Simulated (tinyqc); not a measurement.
Classical nucleation, growth and JMAK kinetics of crystallisation from a melt or glass: one step, computed by the program tinyqc.

A spherical nucleus cap on a flat wall with a sharp interface of isotropic energy gamma; lambda = Omega^(1/3) is the jump distance.

Task: Critical nucleus. Driving force per volume: dG = H (T_m - T)/T_m. Shape factor f = (2 + cos theta)(1 - cos theta)^2/4. W(r) = f [4 pi r^2 gamma - (4/3) pi r^3 dG]; r* = 2 gamma/dG; W* = f 16 pi gamma^3/(3 dG^2); n* = f (4/3) pi r*^3/Omega.

Inputs (values chosen for the exercise, for a model substance):

| quantity | value | unit |
|---|---|---|
| melting point T_m | 1640 | K |
| heat of melting per volume H | 1800 | J/cm^3 |
| interface energy gamma | 0.201 | J/m^2 |
| atomic volume Omega | 28.3 | angstrom^3 |
| temperature T | 955 | K |
| contact angle theta | 60 | degrees |

Nucleation: on a flat wall. Driving force: Turnbull (linear).

Constants: e = 1.602176634e-19 C; k_B = 1.380649e-23 J/K.

Give: driving force dG; shape factor f; critical radius r*; barrier W*; atoms in the nucleus n*; W*/(k_B T).

Result:

driving force dG = 751.8 J/cm^3

shape factor f = 0.15625

critical radius r* = 0.5347 nm

barrier W* = 0.2348 eV

atoms in the nucleus n* = 3.535

W*/(k_B T) = 2.853

The wall leaves r* unchanged and cuts the barrier to 15.6 % of the homogeneous value. W* equals n* Omega dG/2 = 0.235 eV. Caution: with under 20 atoms in the nucleus or a barrier under 10 k_B T the capillary model is only a guide.
